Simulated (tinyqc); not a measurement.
Empirical pseudopotential in a few plane waves, step by step. One step of it, computed by the program tinyqc.

Problem. Bloch Hamiltonian at k. Basis: the 15 shortest G (labels in 2 pi/a), the same at every k. H(G,G') = c |k + G|^2 delta + VS(|G-G'|^2) cos((G-G').tau) + i VA sin((G-G').tau), tau = a/8 (1,1,1); 1 Ry = 13.605693 eV.

Parameters chosen for this model: fcc lattice, atoms at +/- a/8 (1,1,1); form factors in rydberg at |G|^2 in units of (2 pi/a)^2:
```
parameter                 value      unit
a                      6.040000  angstrom
VS(3)                 -0.223000        Ry
VS(8)                  0.050000        Ry
VS(11)                 0.075000        Ry
VA(3)                         0        Ry
VA(4)                         0        Ry
VA(11)                        0        Ry
hbar^2/2m (2 pi/a)^2   4.122957        eV
```

k point k (2 pi / a): [-0.040000, 0.020000, 0.390000]

Give: H(k) at k.

Solution.

H(k) at k (eV):
```
         +0+0+0   -1-1-1   -1-1+1   -1+1-1   -1+1+1   +1-1-1   +1-1+1   +1+1-1
+0+0+0   0.6353   2.1454  -2.1454  -2.1454  -2.1454  -2.1454  -2.1454  -2.1454
-1-1-1   2.1454   9.9532   0.0000   0.0000  -0.6803   0.0000  -0.6803  -0.6803
-1-1+1  -2.1454   0.0000  16.3850   0.6803   0.0000   0.6803   0.0000   0.0000
-1+1-1  -2.1454   0.0000   0.6803  10.2831   0.0000   0.6803   0.0000   0.0000
-1+1+1  -2.1454  -0.6803   0.0000   0.0000  16.7149   0.0000   0.6803   0.6803
+1-1-1  -2.1454   0.0000   0.6803   0.6803   0.0000   9.2936   0.0000   0.0000
+1-1+1  -2.1454  -0.6803   0.0000   0.0000   0.6803   0.0000  15.7254   0.6803
+1+1-1  -2.1454  -0.6803   0.0000   0.0000   0.6803   0.0000   0.6803   9.6234
+1+1+1   2.1454   0.0000  -0.6803  -0.6803   0.0000  -0.6803   0.0000   0.0000
-2+0+0   0.0000  -2.1454  -2.1454  -2.1454   2.1454   0.7216  -0.7216  -0.7216
+0-2+0   0.0000  -2.1454  -2.1454   0.7216  -0.7216  -2.1454   2.1454  -0.7216
+0+0-2   0.0000  -2.1454   0.7216  -2.1454  -0.7216  -2.1454  -0.7216   2.1454
+0+0+2   0.0000  -0.7216   2.1454  -0.7216  -2.1454  -0.7216  -2.1454   0.7216
+0+2+0   0.0000  -0.7216  -0.7216   2.1454  -2.1454  -0.7216   0.7216  -2.1454
+2+0+0   0.0000  -0.7216  -0.7216  -0.7216   0.7216   2.1454  -2.1454  -2.1454

         +1+1+1   -2+0+0   +0-2+0   +0+0-2   +0+0+2   +0+2+0   +2+0+0
+0+0+0   2.1454   0.0000   0.0000   0.0000   0.0000   0.0000   0.0000
-1-1-1   0.0000  -2.1454  -2.1454  -2.1454  -0.7216  -0.7216  -0.7216
-1-1+1  -0.6803  -2.1454  -2.1454   0.7216   2.1454  -0.7216  -0.7216
-1+1-1  -0.6803  -2.1454   0.7216  -2.1454  -0.7216   2.1454  -0.7216
-1+1+1   0.0000   2.1454  -0.7216  -0.7216  -2.1454  -2.1454   0.7216
+1-1-1  -0.6803   0.7216  -2.1454  -2.1454  -0.7216  -0.7216   2.1454
+1-1+1   0.0000  -0.7216   2.1454  -0.7216  -2.1454   0.7216  -2.1454
+1+1-1   0.0000  -0.7216  -0.7216   2.1454   0.7216  -2.1454  -2.1454
+1+1+1  16.0552  -0.7216  -0.7216  -0.7216  -2.1454  -2.1454  -2.1454
-2+0+0  -0.7216  17.7868   0.6803   0.6803  -0.6803  -0.6803   0.0000
+0-2+0  -0.7216   0.6803  16.7973   0.6803  -0.6803   0.0000  -0.6803
+0+0-2  -0.7216   0.6803   0.6803  10.6954   0.0000  -0.6803  -0.6803
+0+0+2  -2.1454  -0.6803  -0.6803   0.0000  23.5590   0.6803   0.6803
+0+2+0  -2.1454  -0.6803   0.0000  -0.6803   0.6803  17.4570   0.6803
+2+0+0  -2.1454   0.0000  -0.6803  -0.6803   0.6803   0.6803  16.4675
```
